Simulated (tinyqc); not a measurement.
Quantum against classical capture: non-radiative capture by multiphonon emission, one effective mode. Computed by tinyqc, a small Python program. Command: `OMP_NUM_THREADS=1 python tinyqc.py 3000765 3000766 out.jsonl capture walk`. One thread of a shared host (Intel(R) Xeon(R) Processor @ 2.30GHz), about 0.02 s of CPU time with the checks.

The initial state (free carrier plus empty centre) lies dE above the final state; both have the same frequency and are displaced by dQ.

Inputs (values chosen for the exercise, for a model semiconductor):
```
quantity                     value                   unit
energy released dE           0.184                     eV
phonon energy hbar omega      13.9                    meV
Huang-Rhys factor S           9.29                      -
electron-phonon coupling W  0.0086  eV/(u^(1/2) angstrom)
cell volume V                 1710             angstrom^3
degeneracy g                     4                      -
broadening b                   9.2                    meV
carrier mass m                0.65                    m_0
dielectric constant eps       10.5                      -
temperature T                  300                      K
```

Centre: repulsive.

Constants: hbar^2/u = 4.18015928e-03 eV angstrom^2; k_B = 8.617333262e-05 eV/K; hbar = 6.582119569e-16 eV s; Ry = 13.605693123 eV.

Method:
- dQ = sqrt(2 S (hbar^2/u)/hbar omega); relaxation energy lambda = S hbar omega; phonons needed P = dE/hbar omega; classical barrier E_b = (dE - lambda)^2/(4 lambda); occupation n = 1/(exp(hbar omega/k_B T) - 1).
- M_p = sum_m w_m <m_i|Q|(m + p)_f>^2 with Q counted from the final minimum and Boltzmann weights w_m for m = 0..24; <m_i|Q|k_f> = sqrt((hbar^2/u)/(2 hbar omega)) [sqrt(k) <m|k-1> + sqrt(k+1) <m|k+1>], with overlaps of oscillators displaced by d = sqrt(2 S) summed on 1500 points from -16 to 16 + d.
- The delta function is a Gaussian of standard deviation b at dE - p hbar omega.
- C_0 = V (2 pi/hbar) g W^2 sum_p M_p Gaussian_p. Here the sum runs over all p.
- Classical (Marcus) form: replace the sum by Q_c^2 exp(-E_b/k_B T)/sqrt(4 pi lambda k_B T), Q_c = dQ (dE + lambda)/(2 lambda).
- Sommerfeld factor of a repulsive centre: s(k) = 2 pi nu/(exp(2 pi nu) - 1), nu = sqrt(Ry*/E), Ry* = Ry m/eps^2, averaged over (2/sqrt(pi)) sqrt(x) exp(-x) dx with x = E/k_B T = t^2 (trapezoid, t to 6 in steps of 0.01).
- The last column is -k_B d ln C_0/d(1/T) from this row and the one above.

dQ = 2.36381 u^(1/2) angstrom

lambda = 0.129131 eV

classical barrier E_b = 0.00582859 eV

Against temperature:
```
T (K)  C_0, quantum (cm^3/s)  C_0, classical (cm^3/s)  Sommerfeld factor  activation energy (eV)
13                1.4880e-07               5.1173e-09         9.2361e-10                       -
24                1.4892e-07               4.0885e-08         8.6006e-08              1.9313e-06
40                1.5051e-07               9.7772e-08         1.8589e-06              5.4747e-05
65                1.5617e-07               1.4697e-07         2.1017e-05              3.3102e-04
97                1.6271e-07               1.6959e-07         1.1380e-04              6.9651e-04
150               1.6545e-07               1.7448e-07         5.4375e-04              3.9540e-04
230               1.5900e-07               1.6483e-07         1.9797e-03             -1.4779e-03
350               1.4483e-07               1.4779e-07         5.7632e-03             -5.3976e-03
```

What does the comparison show, and why?

At 13.0 K the quantum value is 29 times the classical one: C_0 comes from tunnelling out of the lowest level and hardly depends on T. At 350 K the ratio is 0.98. The largest apparent activation energy is 0.001 eV against the classical barrier of 0.006 eV; a barrier below one phonon energy gives no activated range. The measured coefficient is C = s C_0, and s changes by a factor 6.2e6 over these rows, so C changes by 6.1e6 where C_0 changes by 0.97.

Extremes, crossings and ranges named in words are read from the listed rows.
